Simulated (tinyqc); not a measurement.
Implant damage, amorphisation by cascade overlap, and solid-phase epitaxial regrowth: one step, computed by the program tinyqc.

Range and width of the damage are inputs. Dynamic annealing enters only through the surviving share f.

Problem. Isothermal regrowth. v = v0 x orientation factor x exp(-E_a/(k_B T)) x [1 + (enhancement - 1) exp(-(z - R_d)^2/(2 s_d^2))], T = anneal temperature + 273.15 K; the dopant is taken to follow the damage profile; the lower front moves from the lower edge z2 to the surface, or to the middle (z1 + z2)/2 of a buried layer with upper edge z1; time = int dz/v; the equivalent undoped distance is that time times the undoped velocity.

Inputs (values chosen for the exercise, modelled on phosphorus ions in germanium):
```
quantity                           value  unit
depth of the damage peak R_d          85    nm
width of the damage profile s_d       49    nm
regrowth prefactor v0            3.1e+16  nm/s
regrowth energy E_a                 2.14    eV
anneal temperature                   449     C
rate relative to (100)              0.33     -
peak enhancement by the dopant       8.3     -
```

lower edge = 213.9332 nm

upper edge = 0 nm

Constants: k_B = 8.617333262e-05 eV/K.

Give: undoped velocity; distance to regrow; time without enhancement; equivalent undoped distance; time with enhancement.

Solution.

undoped velocity = 11.89 nm/s

distance to regrow = 213.9 nm

time without enhancement = 17.99 s

equivalent undoped distance = 59.21 nm

time with enhancement = 4.980 s

The rate doubles for each 15 K or so near this temperature.
